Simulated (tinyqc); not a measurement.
Inside a calculation. Model: electron mobility in a silicon inversion layer, empirical terms and Matthiessen rule.

Program tinyqc, `OMP_NUM_THREADS=1 python tinyqc.py 2510116 2510117 out.jsonl`; Intel Xeon 2.30GHz, shared host, one thread, about 0.01 s. Printed values are rounded.

Inversion layer of sheet density Ns on a uniformly doped body, under a high-permittivity gate with an interlayer. The mobility terms are empirical power laws with prefactors chosen for the exercise; adding their inverses (Matthiessen) is itself an approximation.

Parameters, values chosen for the exercise; material values close to those of silicon:
- T = 325 K (temperature)
- Eg = 1.13 eV (band gap)
- eps_r = 11.7 (relative permittivity of the semiconductor)
- Nc = 3.11e19 cm^-3 (conduction-band density of states at T)
- Nv = 2.93e19 cm^-3 (valence-band density of states at T)
- Nb = 5.5e16 cm^-3 (body doping)
- Vsb = 0 V (reverse body bias)
- eta = 0.5 (weight of the inversion charge in the effective field)
- Cox = 0.69 uF/cm^2 (gate capacitance)
- Ap = 474 cm^2/(V s) (phonon-limited mobility at 1 MV/cm and 300 K)
- As = 944 cm^2/(V s) (roughness-limited mobility at 1 MV/cm)
- gs = 2 (exponent of the roughness term)
- Ac = 2200 cm^2/(V s) (Coulomb prefactor)
- Nit = 1.1e11 cm^-2 (charge at the interface)
- Ar = 290 cm^2/(V s) (remote-phonon mobility without interlayer)
- ti = 0.4 nm (interlayer thickness)
- lr = 0.6 nm (decay length of remote phonons)
- Ns = 1e13 cm^-2 (inversion density)
- WL = 20 (ratio W/L)
- Vd = 0.05 V (drain voltage)
- I = 379 uA (measured linear current)

Constants: q = 1.602176634e-19 C, kB = 1.380649e-23 J/K, Vt = kB T/q, eps0 = 8.8541878128e-14 F/cm where lengths are in cm. Results are converted to the units shown.

## Depletion charge and effective field

ni = sqrt(Nc Nv) exp(-Eg/(2 Vt)), Eg in volts; Ndep = sqrt(2 eps0 eps_r Nb (2 Vt ln(Nb/ni) + Vsb)/q); E = q (Ndep + eta Ns)/(eps0 eps_r), in MV/cm.

ni = 5.22822e10 cm^-3
Ndep = 7.43242e11 cm^-2
E = 0.888245 MV/cm

The depletion charge gives 12.9 % of the field.

## Mobility terms and their sum

With t = T/(300 K): muC = Ac (Ns/1e12 cm^-2) t/(Nb/1e17 cm^-3 + Nit/1e11 cm^-2), muP = Ap E^(-1/3) t^(-1.75), muS = As E^(-gs), muR = Ar exp(2 ti/lr)/t; 1/mu is the sum of the inverses.

terms (cm^2/(V s)): Coulomb 14444.4, phonon 428.648, roughness 1196.48, remote phonon 1015.54
mu = 236.819 cm^2/(V s)
shares of 1/mu (%): Coulomb 1.63952, phonon 55.2479, roughness 19.7929, remote phonon 23.3196

The phonon term limits most.

## Iteration 1: inversion density for the measured current

Ns at the start = 7e12 cm^-2

I = (W/L) q Ns mu Vd. E = q (Ndep + eta Ns)/(eps0 eps_r) in MV/cm. With t = T/(300 K): muC = Ac (Ns/1e12 cm^-2) t/(Nb/1e17 cm^-3 + Nit/1e11 cm^-2), muP = Ap E^(-1/3) t^(-1.75), muS = As E^(-gs), muR = Ar exp(2 ti/lr)/t; 1/mu is the sum of the inverses. Ns(new) = I/((W/L) q mu Vd).

E = 0.656256 MV/cm
mu = 274.060 cm^2/(V s)
Ns after iteration 1 = 8.63145e12 cm^-2

## Iteration 2: inversion density for the measured current

As before.

E = 0.782416 MV/cm
mu = 253.182 cm^2/(V s)
Ns after iteration 2 = 9.34319e12 cm^-2

## Course of the iteration: inversion density for the measured current

Stop when Ns changes by less than 1e5 cm^-2, or after 120 iterations.

Course of the iteration:
```
iteration  Ns (cm^-2)  |change| (cm^-2)
1          8.63145e12           1.63e12
2          9.34319e12           7.12e11
3          9.67340e12           3.30e11
4          9.83067e12           1.57e11
5          9.90648e12           7.58e10
6          9.94325e12           3.68e10
7          9.96112e12           1.79e10
8          9.96982e12            8.70e9
9          9.97406e12            4.24e9
...               ...               ...
16         9.97807e12            2.77e7
17         9.97808e12            1.35e7
18         9.97809e12            6.59e6
19         9.97809e12            3.21e6
20         9.97809e12            1.57e6
21         9.97809e12            7.63e5
22         9.97809e12            3.72e5
23         9.97809e12            1.81e5
24         9.97809e12            8.84e4
```

Converged in 24 iterations. At the end each change is about 0.49 times the one before: linear convergence.

## Split C-V extraction

```
point  Vg (V)  Cgc (uF/cm^2)      I (uA)
0           0     1.52591e-4  3.22747e-7
1         0.1     0.00195002  5.27734e-5
2         0.2      0.0241781  0.00823921
3         0.3       0.219098    0.799461
4         0.4       0.590882     11.9865
5         0.5       0.681083     35.5690
6         0.6       0.689296     60.9873
7         0.7       0.689945     85.5680
8         0.8       0.689996     108.963
9         0.9       0.690000     131.172
10          1       0.690000     152.253
11        1.1       0.690000     172.274
12        1.2       0.690000     191.295
```

Q(Vg) is the trapezoid sum of Cgc from the first point (where Q is taken as 0); mu_eff = I/((W/L) Q Vd); mu_FE = (dI/dVg)/((W/L) Cox Vd) with a backward difference. Listed from point 4 on.

```
point  Q (uC/cm^2)  mu_eff (cm^2/(V s))  mu_FE (cm^2/(V s))
4        0.0540743              221.668             162.132
5         0.117673              302.271             341.774
6         0.186192              327.551             368.382
7         0.255154              335.359             356.241
8         0.324151              336.149             339.059
9         0.393150              333.642             321.864
10        0.462150              329.445             305.528
11        0.531150              324.341             290.154
12        0.600150              318.745             275.670
```

At the last point mu_FE is 14 % below mu_eff: where the mobility falls with gate voltage the slope of I understates it.
